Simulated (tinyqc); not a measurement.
Inside a calculation. Method: RKS/BP86 in the 3-21g basis, for H3-, spin multiplicity 1. The basis has no diffuse functions, so it cannot describe the extra electron: this is an exercise in the method, not the real anion. One step of it, computed by the program tinyqc.

Task: Iteration 1: building the Kohn-Sham matrix. J_ij = sum D_kl (ij|kl); F = H + J + V_xc; E = tr D H + tr D J / 2 + E_xc + E_nn.

D at the start, order 1H 1s, 1H 2s, 2H 1s, 2H 2s, 3H 1s, 3H 2s:
$$\begin{pmatrix}
0.335246 & 0.209159 & 0.335246 & 0.209159 & -0.568046 & -0.191310 \\
0.209159 & 0.227444 & 0.209159 & 0.227444 & -0.190977 & 0.050015 \\
0.335246 & 0.209159 & 0.335246 & 0.209159 & -0.568046 & -0.191310 \\
0.209159 & 0.227444 & 0.209159 & 0.227444 & -0.190977 & 0.050015 \\
-0.568046 & -0.190977 & -0.568046 & -0.190977 & 1.237986 & 0.609666 \\
-0.191310 & 0.050015 & -0.191310 & 0.050015 & 0.609666 & 0.405071
\end{pmatrix}$$

core Hamiltonian H = T + V (hartree), order 1H 1s, 1H 2s, 2H 1s, 2H 2s, 3H 1s, 3H 2s:
$$\begin{pmatrix}
-1.216619 & -1.160589 & -0.518167 & -0.762305 & -0.517521 & -0.761938 \\
-1.160589 & -1.347602 & -0.762305 & -1.089829 & -0.761866 & -1.089512 \\
-0.518167 & -0.762305 & -1.216619 & -1.160589 & -0.517521 & -0.761938 \\
-0.762305 & -1.089829 & -1.160589 & -1.347602 & -0.761866 & -1.089512 \\
-0.517521 & -0.761866 & -0.517521 & -0.761866 & -1.216360 & -1.160430 \\
-0.761938 & -1.089512 & -0.761938 & -1.089512 & -1.160430 & -1.347457
\end{pmatrix}$$

Two-electron integrals (ij|kl) in chemists' order, unique and non-zero (hartree):
```
(11|11) 1.140145   (21|11) 0.611403   (21|21) 0.345152   (22|11) 0.626370
(22|21) 0.380329   (22|22) 0.482957   (31|11) 0.162615   (31|21) 0.094659
(31|22) 0.109155   (31|31) 0.038209   (32|11) 0.219276   (32|21) 0.135731
(32|22) 0.177652   (32|31) 0.059905   (32|32) 0.113549   (33|11) 0.517685
(33|21) 0.328538   (33|22) 0.453023   (33|31) 0.162615   (33|32) 0.342091
(33|33) 1.140145   (41|11) 0.342091   (41|21) 0.194331   (41|22) 0.216399
(41|31) 0.059905   (41|32) 0.088142   (41|33) 0.219276   (41|41) 0.113549
(42|11) 0.409239   (42|21) 0.251032   (42|22) 0.327123   (42|31) 0.085224
(42|32) 0.150928   (42|33) 0.409239   (42|41) 0.150928   (42|42) 0.247137
(43|11) 0.328538   (43|21) 0.207105   (43|22) 0.284220   (43|31) 0.094659
(43|32) 0.194331   (43|33) 0.611403   (43|41) 0.135731   (43|42) 0.251032
(43|43) 0.345152   (44|11) 0.453023   (44|21) 0.284220   (44|22) 0.393725
(44|31) 0.109155   (44|32) 0.216399   (44|33) 0.626370   (44|41) 0.177652
(44|42) 0.327123   (44|43) 0.380329   (44|44) 0.482957   (51|11) 0.162323
(51|21) 0.094494   (51|22) 0.108975   (51|31) 0.030298   (51|32) 0.045538
(51|33) 0.112425   (51|41) 0.056294   (51|42) 0.077891   (51|43) 0.070270
(51|44) 0.092916   (51|51) 0.038088   (52|11) 0.219078   (52|21) 0.135615
(52|22) 0.177521   (52|31) 0.045574   (52|32) 0.077889   (52|33) 0.201073
(52|41) 0.082073   (52|42) 0.132953   (52|43) 0.125863   (52|44) 0.169409
(52|51) 0.059773   (52|52) 0.113424   (53|11) 0.112425   (53|21) 0.070270
(53|22) 0.092916   (53|31) 0.030298   (53|32) 0.056294   (53|33) 0.162323
(53|41) 0.045538   (53|42) 0.077891   (53|43) 0.094494   (53|44) 0.108975
(53|51) 0.030256   (53|52) 0.056268   (53|53) 0.038088   (54|11) 0.201073
(54|21) 0.125863   (54|22) 0.169409   (54|31) 0.045574   (54|32) 0.082073
(54|33) 0.219078   (54|41) 0.077889   (54|42) 0.132953   (54|43) 0.135615
(54|44) 0.177521   (54|51) 0.056268   (54|52) 0.111345   (54|53) 0.059773
(54|54) 0.113424   (55|11) 0.517445   (55|21) 0.328400   (55|22) 0.452898
(55|31) 0.112555   (55|32) 0.201154   (55|33) 0.517445   (55|41) 0.201154
(55|42) 0.348087   (55|43) 0.328400   (55|44) 0.452898   (55|51) 0.162323
(55|52) 0.341893   (55|53) 0.162323   (55|54) 0.341893   (55|55) 1.140145
(61|11) 0.341893   (61|21) 0.194220   (61|22) 0.216278   (61|31) 0.056360
(61|32) 0.082098   (61|33) 0.201133   (61|41) 0.111405   (61|42) 0.146748
(61|43) 0.125897   (61|44) 0.169438   (61|51) 0.059773   (61|52) 0.088026
(61|53) 0.045517   (61|54) 0.082038   (61|55) 0.219078   (61|61) 0.113424
(62|11) 0.409067   (62|21) 0.250929   (62|22) 0.326996   (62|31) 0.077987
(62|32) 0.132999   (62|33) 0.348048   (62|41) 0.146770   (62|42) 0.233915
(62|43) 0.216989   (62|44) 0.295274   (62|51) 0.085062   (62|52) 0.150789
(62|53) 0.077871   (62|54) 0.146695   (62|55) 0.409067   (62|61) 0.150789
(62|62) 0.246972   (63|11) 0.201133   (63|21) 0.125897   (63|22) 0.169438
(63|31) 0.056360   (63|32) 0.111405   (63|33) 0.341893   (63|41) 0.082098
(63|42) 0.146748   (63|43) 0.194220   (63|44) 0.216278   (63|51) 0.045517
(63|52) 0.082038   (63|53) 0.059773   (63|54) 0.088026   (63|55) 0.219078
(63|61) 0.077870   (63|62) 0.132931   (63|63) 0.113424   (64|11) 0.348048
(64|21) 0.216989   (64|22) 0.295274   (64|31) 0.077987   (64|32) 0.146770
(64|33) 0.409067   (64|41) 0.132999   (64|42) 0.233915   (64|43) 0.250929
(64|44) 0.326996   (64|51) 0.077871   (64|52) 0.146695   (64|53) 0.085062
(64|54) 0.150789   (64|55) 0.409067   (64|61) 0.132931   (64|62) 0.233849
(64|63) 0.150789   (64|64) 0.246972   (65|11) 0.328400   (65|21) 0.207027
(65|22) 0.284148   (65|31) 0.070355   (65|32) 0.125916   (65|33) 0.328400
(65|41) 0.125916   (65|42) 0.217017   (65|43) 0.207027   (65|44) 0.284148
(65|51) 0.094494   (65|52) 0.194220   (65|53) 0.094494   (65|54) 0.194220
(65|55) 0.611403   (65|61) 0.135615   (65|62) 0.250929   (65|63) 0.135615
(65|64) 0.250929   (65|65) 0.345152   (66|11) 0.452898   (66|21) 0.284148
(66|22) 0.393652   (66|31) 0.093042   (66|32) 0.169489   (66|33) 0.452898
(66|41) 0.169489   (66|42) 0.295330   (66|43) 0.284148   (66|44) 0.393652
(66|51) 0.108975   (66|52) 0.216278   (66|53) 0.108975   (66|54) 0.216278
(66|55) 0.626370   (66|61) 0.177521   (66|62) 0.326996   (66|63) 0.177521
(66|64) 0.326996   (66|65) 0.380329   (66|66) 0.482957
```

nuclear repulsion = 1.56818624 hartree

V_xc (hartree), order 1H 1s, 1H 2s, 2H 1s, 2H 2s, 3H 1s, 3H 2s:
$$\begin{pmatrix}
-0.557278 & -0.308210 & -0.102624 & -0.183373 & -0.108379 & -0.181726 \\
-0.308210 & -0.339099 & -0.183373 & -0.262934 & -0.209597 & -0.266727 \\
-0.102624 & -0.183373 & -0.557278 & -0.308210 & -0.108379 & -0.181726 \\
-0.183373 & -0.262934 & -0.308210 & -0.339099 & -0.209597 & -0.266727 \\
-0.108379 & -0.209597 & -0.108379 & -0.209597 & -0.714590 & -0.369524 \\
-0.181726 & -0.266727 & -0.181726 & -0.266727 & -0.369524 & -0.360835
\end{pmatrix}$$

E_xc = sum of w rho eps_xc = -1.65309091 hartree

Give: Coulomb J; Kohn-Sham matrix F; total energy of this density.

Result:

Coulomb J (hartree), order 1H 1s, 1H 2s, 2H 1s, 2H 2s, 3H 1s, 3H 2s:
$$\begin{pmatrix}
2.3443 & 1.4244 & 0.4840 & 0.8575 & 0.5197 & 0.8683 \\
1.4244 & 1.8455 & 0.8575 & 1.4002 & 0.9818 & 1.4525 \\
0.4840 & 0.8575 & 2.3443 & 1.4244 & 0.5197 & 0.8683 \\
0.8575 & 1.4002 & 1.4244 & 1.8455 & 0.9818 & 1.4525 \\
0.5197 & 0.9818 & 0.5197 & 0.9818 & 2.9247 & 1.6891 \\
0.8683 & 1.4525 & 0.8683 & 1.4525 & 1.6891 & 2.0105
\end{pmatrix}$$

Kohn-Sham matrix F (hartree), order 1H 1s, 1H 2s, 2H 1s, 2H 2s, 3H 1s, 3H 2s:
$$\begin{pmatrix}
0.5704 & -0.0444 & -0.1368 & -0.0882 & -0.1062 & -0.0754 \\
-0.0444 & 0.1588 & -0.0882 & 0.0474 & 0.0103 & 0.0962 \\
-0.1368 & -0.0882 & 0.5704 & -0.0444 & -0.1062 & -0.0754 \\
-0.0882 & 0.0474 & -0.0444 & 0.1588 & 0.0103 & 0.0962 \\
-0.1062 & 0.0103 & -0.1062 & 0.0103 & 0.9938 & 0.1591 \\
-0.0754 & 0.0962 & -0.0754 & 0.0962 & 0.1591 & 0.3023
\end{pmatrix}$$

total energy of this density = -0.573223 hartree

This density is the starting one.
